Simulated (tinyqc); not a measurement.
# Capacitance measurement on a leaky thin oxide: effects of series resistance and leakage, step by step

Computed by the program tinyqc: `OMP_NUM_THREADS=1 python tinyqc.py 2022046 2022047 out.jsonl`, one thread of a shared Intel Xeon 2.30GHz, about 0.01 s for the whole run. Printed values are rounded.

The device is a capacitance C in parallel with a leakage conductance G, in series with Rs and Ls. An impedance meter reports either a parallel pair (Cp, Gp) from Y = 1/Z = Gp + i w Cp or a series pair (Cs, Rm) from Z = Rm + 1/(i w Cs); w = 2 pi f, dissipation D = Gp/(w |Cp|).

Parameters, values chosen for the exercise; values of the order met in thin-oxide MOS capacitors: relative permittivity of the gate insulator (close to zirconium oxide) eox = 25.6; insulator thickness tox = 4.2 nm; gate area A = 10000 um^2; oxide-equivalent thickness added by the accumulation layer zc = 0.4 nm; oxide-equivalent thickness added by gate depletion zp = 0 nm; gate leakage current density, not matched to the thickness Jg = 0.28 A/cm^2; voltage for an e-fold rise of the leakage Vs = 0.41 V; series resistance Rs = 280 ohm; series inductance Ls = 0 nH; measuring frequency f = 10000 Hz.

Constants: eps0 = 8.8541878128e-14 F/cm where lengths are in cm. Results are converted to the units shown.

## True capacitance and conductance

EOT = 3.9 tox/eox; CET = EOT + zc + zp; C = 3.9 eps0 A/CET; G = Jg A/Vs.

EOT = 0.6398438 nm
CET = 1.039844 nm
C = 332.0819 pF
G = 68.29268 uS

## What the meter reports

Z = Rs + i w Ls + 1/(G + i w C).

Z = (1.367269-0.409184i) x 1e4 ohm
Cp = 319.7265 pF
Gp = 67.12646 uS
Cs = 3889.569 pF
D = 3.341452

Cp is 3.7 % below C and Cs is 11.7 times it; G Rs = 0.0191, w C Rs = 0.00584 and G/(w C) = 3.27.
